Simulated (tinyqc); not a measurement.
Critical temperature from a phonon spectrum: McMillan, Allen-Dynes and the linearised Eliashberg equation. From one set of inputs to another, one input at a time. Computed by tinyqc, a small Python program. Command: `OMP_NUM_THREADS=1 python tinyqc.py 3000120 3000121 out.jsonl eliashberg ladder`. One thread of a shared host (Intel(R) Xeon(R) Processor @ 2.30GHz), about 0.03 s of CPU time with the checks.

alpha^2 F(omega) = sum_i (lambda_i omega_i/2) delta(omega - omega_i), so that lambda = 2 int alpha^2 F/omega d omega = sum_i lambda_i.

The inputs printed are set A. Inputs not listed in the table keep their values of set A, so the rows need not describe a real material.

Inputs (values chosen for the exercise, for a model metal):
```
quantity,value,unit
peak energy omega_1,5.06,meV
coupling lambda_1,0.519,-
peak energy omega_2,12.1,meV
coupling lambda_2,0.936,-
peak energy omega_3,18.7,meV
coupling lambda_3,1.05,-
Coulomb pseudopotential mu*,0.12,-
```

Peaks in alpha^2 F: three.

Constants: k_B = 8.617333262e-05 eV/K.

Method:
- omega_log = exp(sum lambda_i ln omega_i / lambda); omega_rms = sqrt(sum lambda_i omega_i^2 / lambda).
- McMillan form: k_B T_c = (omega_log/1.2) exp[-1.04 (1 + lambda)/(lambda - mu* (1 + 0.62 lambda))]. Allen-Dynes multiplies it by f1 f2: f1 = [1 + (lambda/L1)^(3/2)]^(1/3), L1 = 2.46 (1 + 3.8 mu*); f2 = 1 + (omega_rms/omega_log - 1) lambda^2/(lambda^2 + L2^2), L2 = 1.82 (1 + 6.3 mu*) omega_rms/omega_log.
- Linearised Eliashberg equation at omega_n = (2n + 1) pi k_B T, n = 0..N-1: lambda(j) = sum_i lambda_i omega_i^2/(omega_i^2 + (2 pi j k_B T)^2); K_mn = lambda(m - n) + lambda(m + n + 1) - 2 mu*(N) - delta_mn [2m + 1 + lambda(0) + 2 sum_(j=1..m) lambda(j)], with 1/mu*(N) = 1/mu* + ln(omega_rms/omega_N), omega_N = (2N + 1) pi k_B T. T_c is where the largest eigenvalue rho of K is zero.
- N is the smallest integer at or above 8 omega_max/(2 pi k_B T_AD), omega_max the highest peak and T_AD the Allen-Dynes value.
- T_c ~ M^(-a). All omega_i scale as M^(-1/2) at fixed lambda, but mu* = mu/(1 + mu ln(E_F/omega)) changes: d mu*/d ln omega = mu*^2. In the McMillan form a = (1/2) [1 - 1.04 (1 + lambda)(1 + 0.62 lambda) mu*^2/(lambda - mu* (1 + 0.62 lambda))^2].

Each row keeps all changes above it:
```
input moved,from,to,"T_c, Eliashberg (K)",omega_log (meV),isotope exponent a
set A,-,-,28.33,12.122,0.48614
peak energy omega_1 (meV),5.06,34.2,40.23,18.010,0.48614
coupling lambda_3,1.05,0.205,26.33,17.669,0.47986
peak energy omega_2 (meV),12.1,75.3,76.18,49.536,0.47986
peak energy omega_3 (meV),18.7,127,94.89,62.757,0.47986
Coulomb pseudopotential mu*,0.12,0.1,102.32,62.757,0.48678
coupling lambda_2,0.936,0.583,72.68,59.743,0.48287
coupling lambda_1,0.519,0.199,57.55,71.587,0.47558
```

Which inputs carry the difference?

T_c, Eliashberg goes from 28.3 to 57.6, a factor 2.03 in all. The largest single move comes from peak energy omega_2 (a factor 2.89), and coupling lambda_3 works against it (a factor 0.654). omega_log goes from 12.1 to 71.6, a factor 5.91 in all. The largest single move comes from peak energy omega_2 (a factor 2.80). Isotope exponent a goes from 0.486 to 0.476, a factor 0.9783 in all. The largest single move comes from coupling lambda_1 (a factor 0.9849), and Coulomb pseudopotential mu* works against it (a factor 1.014). The single moves hold for this order of the switches; the total does not depend on the order.

Caution (rows set A, peak energy omega_1, coupling lambda_3, peak energy omega_2, peak energy omega_3, Coulomb pseudopotential mu*): for lambda above about 1.5 the plain McMillan form saturates and falls short. Caution (rows peak energy omega_2, peak energy omega_3, Coulomb pseudopotential mu*, coupling lambda_2, coupling lambda_1): a phonon-mediated T_c this high is known only in hydrides under high pressure.

Extremes, crossings and ranges named in words are read from the listed rows.
